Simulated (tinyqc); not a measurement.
Displacements against temperature: thermal displacements in the Debye model: Debye-Waller factors, bond-length spread and the Lindemann rule. Computed by tinyqc, a small Python program. Command: `OMP_NUM_THREADS=1 python tinyqc.py 3007845 3007846 out.jsonl debyewaller walk`. One thread of a shared host (Intel(R) Xeon(R) Processor @ 2.30GHz), about 0.01 s of CPU time with the checks.

A Debye spectrum with three branches of one velocity, cut at k_B Theta; 8 atoms per cube, nearest neighbours at d = 0.433013 a.

Inputs (values chosen for the exercise, modelled on germanium):
```
quantity                 value      unit
atomic mass M            72.63         u
Debye temperature Theta    294         K
lattice constant a       5.658  angstrom
temperature T              600         K
```

Structure: diamond.

reflection (h k l): 4  0  0

Constants: hbar^2/u = 4.18015928e-03 eV angstrom^2; k_B = 8.617333262e-05 eV/K.

Method:
- <u_x^2> = (3 hbar^2/(2 M k_B Theta)) int_0^1 s coth(s Theta/(2T)) ds (64 Gauss-Legendre points); it tends to 3 hbar^2/(4 M k_B Theta) at T = 0 and to 3 hbar^2 T/(M k_B Theta^2) at high T.
- B = 8 pi^2 <u_x^2>.
- G = 2 pi sqrt(h^2 + k^2 + l^2)/a; the intensity is multiplied by exp(-2W), 2W = G^2 <u_x^2>; the loss goes into thermal diffuse scattering.
- Correlated Debye model: sigma^2 = (3 hbar^2/(M k_B Theta)) int_0^1 s coth(s Theta/(2T)) [1 - sin(s q_D R)/(s q_D R)] ds for two atoms at distance R, q_D = (6 pi^2 n)^(1/3), n atoms per volume; uncorrelated motion would give 2 <u_x^2>.
- The correlation is 1 - sigma^2/(2 <u_x^2>); exp(-2W) uses 2W = G^2 <u_x^2>.

|G| = 4.44198 1/angstrom

Displacements (angstrom^2):
```
T (K)    <u_x^2>   classical  sigma^2 at d  sigma^2 at 2d  exp(-2W)
8.8    0.0017138  2.0399e-04     0.0022278      0.0033920   0.96675
29     0.0018128  6.7225e-04     0.0022420      0.0034366   0.96486
59     0.0021440   0.0013677     0.0023933      0.0037864   0.95858
100    0.0028326   0.0023181     0.0028794      0.0047351   0.94564
160    0.0040457   0.0037089     0.0038772      0.0065516   0.92328
240    0.0057919   0.0055634     0.0053971      0.0092444   0.89201
350    0.0082712   0.0081133     0.0076044       0.013112   0.84942
530     0.012391    0.012286      0.011311       0.019572   0.78311
650     0.015153    0.015068      0.013806       0.023912   0.74157
```

The classical line is within 5 % from T = 240 K (T/Theta = 0.82) on. The correlation of nearest neighbours grows from 0.35 to 0.54, since thermal motion weights long waves, which move neighbours together, more than zero-point motion does; at 2d it ends at 0.21. The reflection keeps 97 % of its intensity at the lowest T and 74 % at the highest.

Extremes, crossings and ranges named in words are read from the listed rows.
